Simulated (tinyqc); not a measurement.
# Gupta-type many-body potential for a metal, step by step

A worked calculation. Computed by tinyqc, a small Python program that keeps every step. Command: `OMP_NUM_THREADS=1 python tinyqc.py 3004815 3004816 out.jsonl gupta walk`. One thread of a shared host (Intel(R) Xeon(R) Processor @ 2.30GHz), about 0.01 s of CPU time with the checks. Intermediate numbers are printed to about 6 digits and carried at full precision; extremes and crossings named in words are read from the listed rows.

E_i = sum_j A exp(-p (r_ij/r0 - 1)) - xi rho_i^gamma, with rho_i = sum_j exp(-2 q (r_ij/r0 - 1)); gamma = 1/2 is the tight-binding second-moment form. The crystal is fcc unless stated; d is the neighbour distance and a fixed number of shells is kept.

Inputs (values chosen for the exercise, modelled on copper):

| quantity | value | unit |
|---|---|---|
| repulsion A | 0.0861 | eV |
| hopping xi | 1.21 | eV |
| decay p | 10.9 | - |
| decay q | 2.29 | - |
| reference distance r0 | 2.556 | angstrom |
| shells kept | 5 | - |
| embedding exponent gamma | 0.5 | - |

Surface: (110).

Constants: 1 eV/angstrom^3 = 160.2176634 GPa; 1 eV/angstrom^2 = 16.02176634 J/m^2.

## Equilibrium of the fcc crystal

fcc shells: d sqrt(k), k = 1..5, with 12, 6, 24, 12, 24 atoms; Omega = d^3/sqrt2. Equilibrium: dE/dd = 0; B = d^2 E''(d)/(9 Omega).

neighbour distance d = 2.55915 angstrom

lattice constant = 3.61918 angstrom

cohesive energy E_c = 3.47919 eV

bulk modulus B = 138.932 GPa

## Shell terms at equilibrium

Repulsion and density of one neighbour in each shell, and their sums.

Shells:

| shell | count | r (angstrom) | repulsion (eV) | density |
|---|---|---|---|---|
| 1 | 12 | 2.55915 | 8.49529e-02 | 0.994380 |
| 2 | 6 | 3.61918 | 9.24607e-04 | 0.148812 |
| 3 | 24 | 4.43257 | 2.88088e-05 | 0.034647 |
| 4 | 12 | 5.11829 | 1.54719e-06 | 0.010140 |
| 5 | 24 | 5.72242 | 1.17670e-07 | 0.003435 |

repulsive energy = 1.02570 eV

density rho = 13.8611

The band term is -xi rho^gamma = -4.5049 eV; with the repulsion it gives -E_c.

## Unrelaxed vacancy

Each neighbour j of the vacancy loses one repulsive term and one density term: E_v = sum_shells count x {-repulsion - xi [(rho - density)^gamma - rho^gamma]}. (The removed atom returns to a bulk-like site, so its own energy cancels.)

vacancy energy E_v = 1.26331 eV

ratio E_v/E_c, E_c = xi rho^gamma less the repulsive energy = 0.363105

A pair potential gives E_v = E_c; here the ratio is 0.36, as the remaining bonds of the neighbours strengthen when one is lost.

## Elastic constants

Second derivatives of E/Omega at equilibrium under homogeneous strain: e_xx = h gives C11; e_xx = -e_yy = h gives 2 (C11 - C12); e_xy = e_yx = h/2 gives C44.

C11 = 172.468 GPa

C12 = 122.164 GPa

C44 = 80.1535 GPa

Cauchy pressure C12 - C44 = 42.0109 GPa

C12/C44 = 1.52; pair forces would give 1. The excess comes from the curvature of the embedding term.

## The (110) surface

Cut the crystal without relaxation; an atom in layer l keeps the neighbours that lie below the surface plane. Excess = E_i + E_c. Surface energy = sum of excesses over the layers, divided by the area per surface atom: (sqrt3/2) d^2 for (111), d^2 for (100), sqrt2 d^2 for (110).

Layers:

| layer | nearest neighbours | repulsion (eV) | rho | excess (eV) |
|---|---|---|---|---|
| 1 | 7 | 0.59878 | 8.1532 | 0.622972 |
| 2 | 11 | 0.93871 | 12.2830 | 0.177200 |
| 3 | 12 | 1.02558 | 13.6917 | 0.027484 |
| 4 | 12 | 1.02569 | 13.8441 | 0.002763 |

excess per surface atom = 0.830420 eV

surface energy = 1.43649 J/m^2

## Three surfaces against bond counting

Bond counting with pair bonds charges E_c/12 for each missing nearest neighbour: 3, 4 and 6 per surface cell.

Surfaces:

| face | missing bonds | excess (eV) | bond counting (eV) | ratio | surface energy (J/m^2) |
|---|---|---|---|---|---|
| (111) | 3 | 0.436614 | 0.86980 | 0.501972 | 1.23335 |
| (100) | 4 | 0.540597 | 1.15973 | 0.466141 | 1.32250 |
| (110) | 6 | 0.830420 | 1.73960 | 0.477364 | 1.43649 |

The order of surface energies is (111) < (100) < (110), with (110)/(111) = 1.165 against 1.225 from counting first-neighbour bonds. The excess is 0.47 to 0.50 of the bond-counting value: atoms with fewer neighbours have stronger bonds. Further shells enter the excess but not the count. Caution: relaxation, left out here, lowers surface energies. Caution: fitted second-moment potentials usually give surface energies well below measured ones.

## Energy against coordination

Nearest neighbours only, z equal bonds relaxed to their best length: r/r0 = 1 + ln[A p z^(1 - gamma)/(2 q gamma xi)]/(p - 2 q gamma), E = z A exp(-p (r/r0 - 1)) - xi [z exp(-2 q (r/r0 - 1))]^gamma.

Relaxed bonds:

| z | r (angstrom) | E per atom (eV) | E/z (eV) |
|---|---|---|---|
| 1 | 2.23460 | -1.27473 | -1.27473 |
| 2 | 2.33748 | -1.64400 | -0.82200 |
| 3 | 2.39767 | -1.90778 | -0.63593 |
| 4 | 2.44037 | -2.12023 | -0.53006 |
| 6 | 2.50055 | -2.46044 | -0.41007 |
| 8 | 2.54325 | -2.73443 | -0.34180 |
| 9 | 2.56074 | -2.85522 | -0.31725 |
| 12 | 2.60344 | -3.17318 | -0.26443 |

Bonds lengthen from 2.235 to 2.603 angstrom between z = 1 and 12, and |E| grows as z^0.367, the exponent gamma (p - 2q)/(p - 2 q gamma) = 0.367; pair bonds would give z^1 at a fixed length.

Checks made by the program: sum of the shell terms (relative difference below 1e-10); (C11 + 2 C12)/3 against B (relative difference 2e-10).
